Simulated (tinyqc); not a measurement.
Dispersion against the sound-wave line: Born-von Karman spring model of a cubic crystal with one atom per cell. Computed by tinyqc, a small Python program. Command: `OMP_NUM_THREADS=1 python tinyqc.py 3018680 3018681 out.jsonl springs walk`. One thread of a shared host (Intel(R) Xeon(R) Processor @ 2.30GHz), about 0.2 s of CPU time with the checks.

First neighbours lie at a (1,0,0) (6 of them), second at a (1,1,0) (12), with all permutations and signs; the volume per atom is Omega = a^3.

Inputs (values chosen for the exercise, for a model crystal):
```
quantity               value           unit
atomic mass M           73.3              u
radial spring k1L       2.39  eV/angstrom^2
transverse spring k1T      0  eV/angstrom^2
radial spring k2L       0.93  eV/angstrom^2
transverse spring k2T      0  eV/angstrom^2
```

Lattice: sc.

Constants: nu for 1 eV/(angstrom^2 u) = 15.6333042 THz.

Method:
- A neighbour at R with unit vector n couples by the matrix K(R) = kL n n^T + kT (1 - n n^T), and D(q) = (1/M) sum_R K(R) [1 - cos(q.R)].
- An eigenvalue lambda of D in eV/(angstrom^2 u) gives nu = 15.6333042 THz x sqrt(lambda).
- The last column divides the top branch by the straight line with its slope at G. End points in 2 pi/a: X = (0.5, 0, 0), M = (0.5, 0.5, 0).

Frequencies (THz) along two lines:
```
line  fraction of the way    nu 1    nu 2    nu 3  nu 3 / linear
G-X                  0.10  0.5509  0.5509  1.1778        0.99589
G-X                  0.25  1.3478  1.3478  2.8811        0.97450
G-X                  0.40  2.0701  2.0701  4.4253        0.93549
G-X                  0.55  2.6780  2.6780  5.7249        0.88016
G-X                  0.70  3.1380  3.1380  6.7082        0.81033
G-X                  0.85  3.4245  3.4245  7.3207        0.72827
G-X                  1.00  3.5218  3.5218  7.5288        0.63662
G-M                  0.10  0.7791  1.0410  1.5060        0.98943
G-M                  0.25  1.9060  2.5465  3.5618        0.93603
G-M                  0.40  2.9275  3.9113  5.1495        0.84580
G-M                  0.55  3.7873  5.0599  6.1402        0.73348
G-M                  0.70  4.4378  5.9290  6.5780        0.61740
G-M                  0.85  4.8430  6.4704  6.6650        0.51516
G-M                  1.00  4.9806  6.6542  6.6542        0.43718
```

Along G-X the top branch ends at 64 % of its linear extrapolation, which is the 2/pi of a pure sine: planes normal to this line couple to their next planes alone. Along G-M the top branch ends at 44 % of its linear extrapolation. A Debye model keeps the straight line throughout.
